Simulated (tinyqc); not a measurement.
Long runs: velocity against field: Monte Carlo simulation of one carrier in a uniform electric field. Computed by tinyqc, a small Python program. Command: `OMP_NUM_THREADS=1 python tinyqc.py 3026969 3026970 out.jsonl mcfl walk`. One thread of a shared host (Intel(R) Xeon(R) Processor @ 2.30GHz), about 2 s of CPU time with the checks.

The force e F acts along +z. Flights end at the constant total rate Gamma; the part of Gamma that the real rates do not fill is self-scattering, which leaves k unchanged. One valley, no impurities and no intervalley scattering.

Inputs (values chosen for the exercise, for a model polar semiconductor):

| quantity | value | unit |
|---|---|---|
| effective mass m | 0.14 | m_0 |
| static permittivity eps_s | 13.6 | - |
| high-frequency permittivity eps_inf | 8.75 | - |
| density rho | 3090 | kg/m^3 |
| sound velocity v_l | 3600 | m/s |
| acoustic deformation potential D_A | 12 | eV |
| optical phonon energy hbar w | 25.4 | meV |
| lattice temperature T | 350 | K |
| electric field F | 0.72 | kV/cm |
| energy E_max up to which Gamma must cover the rates | 0.6 | eV |
| seed of the random numbers | 23002 | - |

Crystal: polar. Band: parabolic.

Constants: k_B = 1.380649e-23 J/K; e = 1.602176634e-19 C; hbar = 1.054571817e-34 J s; m_0 = 9.1093837015e-31 kg; hbar = 6.582119569e-16 eV s; eps_0 = 8.8541878128e-12 F/m; k_B = 8.617333262e-05 eV/K.

Method:
- Parabolic band: E = hbar^2 k^2/(2 m), speed v = hbar k/m, states per spin, volume and energy g(E) = m k/(2 pi^2 hbar^2). Masses are multiplied by m_0 and all formulas are in SI units.
- Phonon occupation N_q = 1/(exp(hbar w/(k_B T)) - 1).
- Acoustic deformation potential (elastic, equipartition, absorption and emission together): 1/tau = 2 pi k_B T D_A^2 g(E)/(hbar rho v_l^2).
- Polar optical, unscreened: W = e^2 w (1/eps_inf - 1/eps_s) m (1 + 2 alpha E') ln|(k + k')/(k - k')| / (4 pi eps_0 hbar^2 k), times N_q for absorption (E' = E + hbar w) and N_q + 1 for emission (E' = E - hbar w > 0), with alpha = 0 for a parabolic band; mean cosine of the angle <cos> = (k^2 + k'^2)/(2 k k') - 1/ln|(k + k')/(k - k')|.
- Gamma is 1.05 times the largest total rate on the grid E = (j + 1/2) E_max/400, j = 0..399.
- On the grid E_j = (j + 1/2) hbar w/12 up to 20 k_B T + 2 hbar w, solve (sum of rates) l(E) = v(E) + W_abs <cos> l(E + hbar w) + W_em <cos> l(E - hbar w); mu_0 = e sum g v l exp(-E/k_B T)/(3 k_B T sum g exp(-E/k_B T)).
- Flight: t = -ln(r1)/Gamma; k_z grows by e F t/hbar; E follows from the band; dz = (E_end - E_start)/(e F).
- Choice: with cumulative rates in the order acoustic, absorption, emission, the process is the first whose sum exceeds r2 Gamma; if none, self-scattering.
- Final state: E' = E, E + hbar w or E - hbar w gives k'. Isotropic processes: cos(theta) = 1 - 2 r3 from the z axis, phi = 2 pi r4, k' (sin theta cos phi, sin theta sin phi, cos theta). Polar processes: cos(b) = [1 + xi - (1 + 2 xi)^r3]/xi, xi = 2 k k'/(k - k')^2, b from the old direction n; new direction cos b n + sin b (cos phi e1 + sin phi e2), e1 = (z x n)/|z x n|, e2 = n x e1.
- Each row: 250 carriers from a thermal start, 1600 flights each, the first half discarded, random numbers not printed; the error is the standard error over ten groups; the mean energy is taken at the ends of flights, which sample time evenly. Fields at which more than 0.02 % of the events exceed Gamma are left out.

Gamma = 58.6156 1e12/s

low-field mobility mu_0 = 500.228 cm^2/(V s)

Monte Carlo results:

| F (kV/cm) | drift velocity (1e5 m/s) | error (1e5 m/s) | mu_0 F (1e5 m/s) | mean energy (meV) | real events (%) |
|---|---|---|---|---|---|
| 0.18 | 0.0221 | 0.0060 | 0.00900 | 44.7 | 69.1 |
| 0.36 | 0.0303 | 0.0081 | 0.01801 | 45.0 | 69.1 |
| 0.72 | 0.0511 | 0.0086 | 0.03602 | 45.1 | 69.1 |
| 1.40 | 0.0841 | 0.0096 | 0.07003 | 45.2 | 69.2 |
| 2.90 | 0.1570 | 0.0086 | 0.14507 | 45.7 | 69.4 |

What does the comparison show, and why?

At the lowest field the drift velocity is 2.45 +/- 0.67 of the ohmic value mu_0 F, at the highest 1.08 +/- 0.06. The mean energy goes from 45 to 46 meV against the parabolic-band thermal value 3 k_B T/2 = 45 meV: the curve ends near the ohmic line. Only 69 to 69 % of the events are real; the rest is the price of a constant Gamma.

Extremes, crossings and ranges named in words are read from the listed rows.
